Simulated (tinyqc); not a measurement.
## Input admittance of a MOSFET at zero drain bias: distributed channel and distributed gate: input impedance against frequency

Source and drain grounded, strong inversion, w = 2 pi f, Cox = eps0 eox/tox. The channel is an RC line of resistance 1/(mu Cox Vo) per square fed from both ends, so one finger has the intrinsic admittance y = i w Cox L tanh(g)/g per width, g = (1/2) sqrt(i w tau), tau = L^2/(mu Vo). The vertical resistance rv/L is in series with y, the overlaps 2 i w Cov in parallel: y_t = 1/(1/y + rv/L) + 2 i w Cov. The gate strip is a line of Rsh/L per length loaded by y_t, so a finger has Y = y_t Wf tanh(k)/k, k = (Wf/sd) sqrt(y_t Rsh/L); the device has Nf Y.

Low-frequency limits, with c = Cox L and ct = c + 2 Cov: R_strip = Rsh Wf/(3 sd^2 L Nf), R_ch = (c/ct)^2 L/(12 mu Cox Vo Wf Nf), R_vert = (c/ct)^2 rv/(L Wf Nf), C = ct Wf Nf. Z = 1/(Nf Y) = R + 1/(i w C), Q = |Im Z|/R, far-point signal |1/cosh k|.

Parameters, values chosen for the exercise; values of the order met in silicon radio-frequency transistors:
```
symbol  value        unit                                                                 meaning
eox       3.9              relative permittivity of the gate insulator (close to silicon dioxide)
tox       3.8          nm                                                     insulator thickness
L        0.95          um                                                          channel length
Wf       0.95          um                                                            finger width
Nf          8                                                                   number of fingers
mu        130  cm^2/(V s)                                                        channel mobility
Vo       0.79           V                                                          gate overdrive
Rsh        29  ohm/square                                            sheet resistance of the gate
rv        1.2    ohm um^2                                  vertical resistivity of the gate stack
sd          1                                       number of ends at which a finger is contacted
Cov      0.26       fF/um                             overlap and fringe capacitance on each side
```

Constants: eps0 = 8.8541878128e-14 F/cm where lengths are in cm. Results are converted to the units shown.

The same in every row: low-frequency R (ohm) = 100.65.

Input impedance against frequency:
```
f (GHz)     w tau        |k|  R (ohm)  C (fF)       Q  signal at the far point
0.02     0.011043  0.0056292   100.65  69.562  1136.6                   1.0000
0.05     0.027607  0.0089005   100.65  69.561  454.64                   1.0000
0.1      0.055215   0.012587   100.65  69.561  227.32                   1.0000
0.4       0.22086   0.025171   100.65  69.556  56.836                  0.99999
1         0.55215   0.039775   100.63  69.526  22.747                  0.99997
3          1.6564   0.068499   100.49  69.242  7.6241                  0.99970
8          4.4172    0.10793   99.549  67.381  2.9659                  0.99815
20         11.043    0.14835   94.277  58.553  1.4416                  0.99379
60         33.129    0.18892   66.911  34.248  1.1575                  0.98851
```

What does the comparison show?

R falls from 101 to 66.9 ohm and C falls from 69.6 to 34.2 fF. Q goes as f^(-1.00) between the first two rows and f^(-0.20) between the last two, where w tau = 33.1 and |k| = 0.189. The low-frequency limits hold both R and C within 5 % up to f = 8 GHz among the rows.

tinyqc, about 0.01 s, one thread, Intel Xeon 2.30GHz (shared host): `OMP_NUM_THREADS=1 python tinyqc.py 2262241 2262242 out.jsonl`
